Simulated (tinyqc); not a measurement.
# Resistance of a source-drain extension with a graded tip: effect of the depth of the extension

y runs along the channel, the gate covers y > 0. The doping is N0 for y < y0 and N0 10^(-(y - y0)/la) beyond, uniform over the depth xj. Sheet conductance s(y) = q mu(N) max(N - Nch, 0) xj + (for y > 0) ma Cox Vo, with mu(N) = u0 + (u1 - u0)/(1 + (N/Nr)^au) and Cox = eps0 eox/tox. Current is taken as one-dimensional; depletion of the tip, spreading and the contact are left out. The metallurgical junction lies at yj, where N = Nch.

R_spacer = integral of dy/s from -Ls to 0, R_ov from 0 to yj, R_channel = (Lg - 2 yj)/(ma Cox Vo), R_total = 2 R_spacer + 2 R_ov + R_channel. Electrical length L_eff = ma Cox dR_total/d(1/Vo); R_series = R_total - L_eff/(ma Cox Vo).

Parameters, values chosen for the exercise; mobility law close to that of electrons in silicon:
```
symbol   value        unit                                                                 meaning
eox       25.4              relative permittivity of the gate insulator (close to zirconium oxide)
tox         10          nm                                                     insulator thickness
N0      1.3e20       cm^-3                        active doping of the extension far from the gate
la         4.7   nm/decade                                                      lateral abruptness
y0         2.4          nm          position under the gate where the fall begins (gate edge at 0)
Nch     1.3e18       cm^-3                                                          channel doping
Ls          19          nm                                                           spacer length
Vo        0.74           V                                                          gate overdrive
ma         240  cm^2/(V s)                                      mobility of the gate-induced layer
u1        1414  cm^2/(V s)                                                  mobility at low doping
u0        68.5  cm^2/(V s)                                                 mobility at high doping
Nr      9.2e16       cm^-3                                                        reference doping
au       0.711                                                                            exponent
Lg          90          nm                                                             gate length
```

Constants: q = 1.602176634e-19 C, eps0 = 8.8541878128e-14 F/cm where lengths are in cm. Results are converted to the units shown.

The same in every row: yj (nm) = 11.80; R_channel (ohm um) = 166.2.

Effect of the depth of the extension:
```
xj (nm)  R_spacer (ohm um)  R_ov (ohm um)  R_total (ohm um)  L_eff (nm)  R_series (ohm um)
4                    30.23          20.72             268.1       79.19              69.87
5.6                  21.59          19.09             247.6       77.71              53.05
7.7                  15.70          17.50             232.7       76.36              41.49
11                   10.99          15.70             219.6       74.91              32.07
15                   8.061          14.15             210.7       73.74              26.05
21                   5.758          12.51             202.8       72.56              21.11
29                   4.170          10.99             196.6       71.53              17.48
40                   3.023          9.566             191.4       70.61              14.63
```

As xj goes from 4 to 40, R_total falls from 268 to 191 ohm um, L_eff falls from 79.2 to 70.6 nm and R_series falls from 69.9 to 14.6 ohm um.

Program tinyqc, `OMP_NUM_THREADS=1 python tinyqc.py 2282121 2282122 out.jsonl`; Intel Xeon 2.30GHz, shared host, one thread, about 0.03 s.
